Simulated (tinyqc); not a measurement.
# Ellipsometry and reflectance of a transparent film on an absorbing substrate: what changes with what

Air (index 1), film, substrate with N2 = n2 - i k2; time factor exp(+i w t). q_j = sqrt(N_j^2 - sin^2 th), root with positive real part. Fresnel coefficients r_s = (q_a - q_b)/(q_a + q_b), r_p = (N_b^2 q_a - N_a^2 q_b)/(N_b^2 q_a + N_a^2 q_b). tan(Psi) exp(i Delta) = R_p/R_s, Delta taken from 0 to 360 degrees.

Values chosen for this exercise; indices close to those of hafnium oxide on silicon:

| symbol | value | unit | meaning |
|---|---|---|---|
| lam | 405 | nm | wavelength |
| th | 75 | degrees | angle of incidence |
| n1 | 2.053 |  | index of the transparent film |
| d | 87 | nm | film thickness |
| n2 | 5.42 |  | index of the substrate |
| k2 | 0.329 |  | extinction coefficient of the substrate |

Each table varies one quantity; the others keep the values above.

## Psi and Delta against the film thickness

beta = 2 pi d q1/lam, X = exp(-2 i beta), R = (r01 + r12 X)/(1 + r01 r12 X) for p and s. The last column is the derivative of Delta.

Psi and Delta against the film thickness:

| d (nm) | Psi (degrees) | Delta (degrees) | \|R_p\|^2 | \|R_s\|^2 | dDelta/dd (degrees/nm) |
|---|---|---|---|---|---|
| 0 | 11.14 | 171.2 | 0.03193 | 0.8241 | -8.094 |
| 1 | 11.34 | 163.2 | 0.03313 | 0.8238 | -7.847 |
| 2 | 11.66 | 155.5 | 0.03508 | 0.8233 | -7.480 |
| 3 | 12.10 | 148.3 | 0.03777 | 0.8225 | -7.036 |
| 4 | 12.62 | 141.5 | 0.04118 | 0.8216 | -6.555 |
| 5 | 13.22 | 135.2 | 0.04528 | 0.8204 | -6.071 |
| 6 | 13.89 | 129.3 | 0.05005 | 0.8189 | -5.606 |
| 7 | 14.60 | 123.9 | 0.05543 | 0.8172 | -5.173 |
| 8 | 15.35 | 119.0 | 0.06141 | 0.8153 | -4.779 |

Delta falls from 171.20 to 118.98 degrees while Psi moves from 11.14 to 15.35: Delta changes 12.4 times as much as Psi. With the slope of the first row an error of 0.01 degree in Delta means 0.0012 nm.

## Effect of the angle of incidence

Same model as above.

dDelta/dd is the derivative of Delta; period lam/(2 q1).

Effect of the angle of incidence:

| th (degrees) | Psi (degrees) | Delta (degrees) | \|R_p\|^2 | \|R_s\|^2 | dDelta/dd (degrees/nm) | period (nm) |
|---|---|---|---|---|---|---|
| 50 | 34.77 | 201.7 | 0.2617 | 0.5430 | -1.263 | 106.3 |
| 55 | 32.25 | 210.3 | 0.2264 | 0.5686 | -1.636 | 107.6 |
| 60 | 29.58 | 222.1 | 0.1934 | 0.6002 | -2.068 | 108.8 |
| 65 | 27.14 | 238.3 | 0.1680 | 0.6392 | -2.468 | 109.9 |
| 70 | 25.76 | 259.9 | 0.1600 | 0.6873 | -2.564 | 110.9 |
| 75 | 26.60 | 286.0 | 0.1872 | 0.7465 | -2.051 | 111.8 |
| 80 | 30.47 | 312.8 | 0.2832 | 0.8181 | -1.177 | 112.4 |
| 85 | 37.00 | 337.3 | 0.5128 | 0.9027 | -0.4701 | 112.8 |

Psi goes from 34.8 through a minimum of 25.8 (at th = 70 among the rows listed) to 37.0 degrees and |R_p|^2 goes from 0.262 through a minimum of 0.160 (at th = 70 among the rows listed) to 0.513. The slope of Delta is largest in size, 2.56 degrees/nm, at th = 70 among the rows. The bare substrate has its smallest |R_p| near arctan(n2) = 79.5 degrees.

tinyqc, about 0.01 s, one thread, Intel Xeon 2.30GHz (shared host): `OMP_NUM_THREADS=1 python tinyqc.py 2870133 2870134 out.jsonl`
